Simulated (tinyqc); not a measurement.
Comparisons within one model: Shockley state of an s-p chain by decimation. A value that a table varies takes the place of the one given here.

Each site has s at -d/2 and p at +d/2: H0 = diag(-d/2, d/2). The block to the next site on the right is H1 = [[-ts, u], [-u, tp]] (rows s, p of site n; columns s, p of site n + 1). Bulk: H(k) = [[-d/2 - 2 ts cos k, 2i u sin k], [-2i u sin k, d/2 + 2 tp cos k]]. The bands are inverted at k = pi if d < 2 (ts + tp).

Decimation (Sancho-Rubio) at z = E + i eta: start with es = e = H0, A = H1, B = H1^T. Each round forms g = (z - e)^-1 and sets es += A g B, e += A g B + B g A, A = A g A, B = B g B, doubling the length covered. Stop when all |A| < 1e-10. Surface G = (z - es)^-1, bulk G = (z - e)^-1; densities -Im tr G/pi.

Parameters, chosen for this exercise: d = 1.94 eV (Ep - Es); ts = 1.17 eV (s-s hopping); tp = 0.67 eV (p-p hopping); u = 0.47 eV (s-p hopping); eta = 0.05 eV (broadening); E1 = -0.55 eV (first energy); dE = 0.181 eV (step); E = -0.23 eV (energy).

## Surface against bulk across the gap

Eleven energies E1 + j dE.

Densities (1/eV):
```
E (eV),surface,bulk
-0.550,0.2515,0.4116
-0.369,0.1919,1.6917
-0.188,0.0777,0.1582
-0.007,0.1528,0.0510
0.174,1.0019,0.0315
0.355,0.9721,0.0278
0.536,0.1515,0.0325
0.717,0.0736,0.0514
0.898,0.0745,0.1350
1.079,0.3065,1.2325
1.260,0.6785,1.0681
```

edges of the bulk gap (201 k points) (eV): -0.3478  1.0611

Inside the gap the bulk density is only the tail of the broadening, at least 0.0278. The surface density peaks at 0.174 eV among these rows (1.002); a chain of 60 sites puts the surface level at 0.2636 eV.

## Through the band inversion

d = f 2 (ts + tp). Gap edges from 201 k points; levels in the gap from an open chain of 60 sites (their mean, and the weight on the two end sites summed over them, divided by their number); a dash: none.

Against d:
```
f,d (eV),top of lower band (eV),bottom of upper band (eV),levels in the gap,mean level (eV),end weight
0.10,0.368,-0.8181,0.9534,2,0.0500,0.897
0.30,1.104,-0.6328,1.0387,2,0.1500,0.825
0.50,1.840,-0.3872,1.0638,2,0.2500,0.680
0.70,2.576,-0.0520,0.9913,2,0.3500,0.462
0.85,3.128,0.2240,0.7760,2,0.4250,0.251
1.15,4.232,0.2240,0.7760,0,-,-
1.30,4.784,-0.0520,1.0520,0,-,-
1.60,5.888,-0.6040,1.6040,0,-,-
```

Levels in the gap appear for f = 0.1, 0.3, 0.5, 0.7 and 0.85 and for none of the other rows; the gap closes at f = 1. The level lies at 0.0500 eV for f = 0.1 and 0.4250 eV for f = 0.85, on the line E = d (ts - tp)/(2 (ts + tp)), and its end weight goes from 0.90 to 0.25: no shift of the surface potential is needed, the inversion alone binds it.

## What each parameter does

Gap edges from 201 k points between 0 and pi, and the surface density at E by decimation. Each row changes one parameter from the base and keeps the others.

Results:
```
case,top of lower band (eV),bottom of upper band (eV),surface density (1/eV)
base,-0.3478,1.0611,0.0774
d = 2.134 eV,-0.2660,1.0507,0.1026
ts = 1.287 eV,-0.3261,1.1212,0.0777
tp = 0.737 eV,-0.4453,1.0271,0.0737
u = 0.517 eV,-0.3673,1.1378,0.0713
eta = 0.1 eV,-0.3478,1.0611,0.1442
```

The largest shifts from the base row, up to three for each result and ties (the steps differ in size, so this ranks the rows, not the parameters). top of lower band (eV): tp -0.0975, d +0.0818, ts +0.0216; unchanged at the printed digits by eta. bottom of upper band (eV): u +0.0767, ts +0.0601, tp -0.0340; unchanged at the printed digits by eta. surface density (1/eV): eta +0.0668, d +0.0252, u -0.0060. The base chain is inverted, so a surface state lies in the gap; E lies in the gap.

Program tinyqc; command `OMP_NUM_THREADS=1 python tinyqc.py 1452469 1452470 out.jsonl`; about 0.2 s on one thread of a shared Intel(R) Xeon(R) Processor @ 2.30GHz.
